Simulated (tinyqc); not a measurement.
G0W0 on RHF in the sto-6g basis, for H2, spin multiplicity 1, step by step. One step of it, computed by the program tinyqc.

Problem. Iteration 2 (converged): orbitals. Diagonalise F' = X^T F X, C = X C', fill 1 alpha and 1 beta electrons from the bottom; D = 2 C_occ C_occ^T. Each column has its largest component positive (the first on a tie).

converged F (hartree):
```
           1H 1s      2H 1s
1H 1s  -0.363226  -0.591461
2H 1s  -0.591461  -0.363226
```

X:
```
           1H 1s      2H 1s
1H 1s   1.236474  -0.458421
2H 1s  -0.458421   1.236474
```

Give: F' = X^T F X; orbital energies; coefficients C; D after iteration 2.

Solution.

F' = X^T F X (hartree):
```
        1       2
1   0.039  -0.617
2  -0.617   0.039
```

orbital energies (hartree): MO1 -0.578, MO2 0.656

coefficients C:
```
         MO1     MO2
1H 1s  0.550   1.198
2H 1s  0.550  -1.198
```

D after iteration 2:
```
       1H 1s  2H 1s
1H 1s  0.605  0.605
2H 1s  0.605  0.605
```
